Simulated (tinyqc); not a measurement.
Hubbard chain of 2 sites, step by step. Computed by tinyqc, a small Python program that keeps every step. Settings: hopping = 1.13, U = 6.7, mixing = 1, iteration cap = 84. Command: `OMP_NUM_THREADS=1 python tinyqc.py 28360 28361 out.jsonl` (the two numbers bound the seeds that draw the settings). One thread of a shared host (Intel(R) Xeon(R) Processor @ 2.60GHz), about 0.2 s of CPU time with the checks. Later iterations appear only in the table of the cycle.

## Mean-field iteration 1

one-body matrix (hopping and site energies) (eV):
```
         1        2
1   0.4200  -1.1300
2  -1.1300  -0.1700
```

U = 6.7000 eV

electrons, up and down: 1  1

mixing = 1

n(up) at the start (a guess, not normalised): 1 0.5000, 2 0.5000

n(down) at the start (a guess): 1 0.5000, 2 0.5000

H(up) = T + U n(down), H(down) = T + U n(up); fill the lowest levels; n(new) = n + mixing (n(out) - n); E = tr T (rho up + rho down) + U sum n_up n_down of the output.

levels, up (eV): 2.3071  4.6429

levels, down (eV): 2.3071  4.6429

energy = 1.4780 eV

n(up) after iteration 1: 1 0.3737, 2 0.6263

n(down) after iteration 1: 1 0.3737, 2 0.6263

## Mean-field iteration 2

As before.

levels, up (eV): 2.2177  4.7323

levels, down (eV): 2.2177  4.7323

energy = 2.4713 eV

n(up) after iteration 2: 1 0.7192, 2 0.2808

n(down) after iteration 2: 1 0.7192, 2 0.2808

## Convergence

Each step fills the lowest levels of T + U n(other spin) and sets n(new) = n + mixing (n(out) - n); stop when output and input agree to 1e-8.

Course of the cycle:
```
iteration    E (eV)  largest |n(out) - n(in)|  mean |n_up - n_down|
1          1.478002                  1.26e-01                0.0000
2          2.471308                  3.46e-01                0.0000
3          4.259032                  6.40e-01                0.0000
4          6.006871                  8.77e-01                0.0000
5          5.327426                  9.30e-01                0.0000
6          6.226606                  9.39e-01                0.0000
7          5.348786                  9.40e-01                0.0000
8          6.229700                  9.40e-01                0.0000
9          5.349071                  9.40e-01                0.0000
10         6.229741                  9.40e-01                0.0000
11         5.349075                  9.40e-01                0.0000
...             ...                       ...                   ...
74         6.229741                  9.40e-01                0.0000
75         5.349075                  9.40e-01                0.0000
76         6.229741                  9.40e-01                0.0000
77         5.349075                  9.40e-01                0.0000
78         6.229741                  9.40e-01                0.0000
79         5.349075                  9.40e-01                0.0000
80         6.229741                  9.40e-01                0.0000
81         5.349075                  9.40e-01                0.0000
82         6.229741                  9.40e-01                0.0000
83         5.349075                  9.40e-01                0.0000
84         6.229741                  9.40e-01                0.0000
```

Not converged within 84 iterations: the residual has stopped falling: the iteration swings between two states. The lowest mean-field energy found from random starts is -0.13383 eV. Reruns (cap 100 unless said): mixing 0.2: converged in 12 to a higher stationary point (E = 1.32058); mixing 0.5: not converged; mixing 0.9: not converged; the original settings with a cap of 400: not converged.

## The many-body Hamiltonian

Basis: all placements (u, d, 2, 0 on each site), up operators ordered before down ones; hops carry the sign of the same-spin electrons passed.

H (eV), lower triangle:
```
         20       ud       du      02
20   7.5400
ud  -1.1300   0.2500
du  -1.1300   0.0000   0.2500
02   0.0000  -1.1300  -1.1300  6.3600
```

## Exact diagonalisation (4 states)

Lowest levels of the sector, and the double occupancy of the lowest state.

lowest levels (eV): -0.4451  0.2500  6.6371  7.9580

double occupancy per site = 0.0435
